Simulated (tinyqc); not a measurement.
Born-von Karman spring model of a cubic crystal with one atom per cell: one step, computed by the program tinyqc.

First neighbours lie at a/2 (1,1,0) (12 of them), second at a (1,0,0) (6), with all permutations and signs; the volume per atom is Omega = a^3/4. Two shells of springs match a real metal only roughly, above all at the zone boundary.

Question. Elastic constants from long waves. [ij,kl] = (1/(2 Omega)) sum_R K_ij R_k R_l; C11 = [xx,xx], C44 = [xx,yy], C12 = 2 [xy,xy] - C44; B = (C11 + 2 C12)/3; Zener ratio A = 2 C44/(C11 - C12). K(R) = kL n n^T + kT (1 - n n^T).

Inputs (values chosen for the exercise, modelled on nickel):

| quantity | value | unit |
|---|---|---|
| lattice constant a | 3.52 | angstrom |
| radial spring k1L | 2.31 | eV/angstrom^2 |
| transverse spring k1T | -0.021 | eV/angstrom^2 |
| radial spring k2L | 0.064 | eV/angstrom^2 |
| transverse spring k2T | -0.036 | eV/angstrom^2 |

Lattice: fcc.

Constants: 1 eV/angstrom^3 = 160.2176634 GPa.

Give: C11; C12; C44; bulk modulus B; Zener ratio A.

Answer.

C11 = 220.0 GPa

C12 = 116.5 GPa

C44 = 95.72 GPa

bulk modulus B = 151.0 GPa

Zener ratio A = 1.849

C12 - C44 = 20.76 GPa: the Cauchy relation fails because sum_R kT R^2 is not zero; a negative sum gives a positive Cauchy pressure.
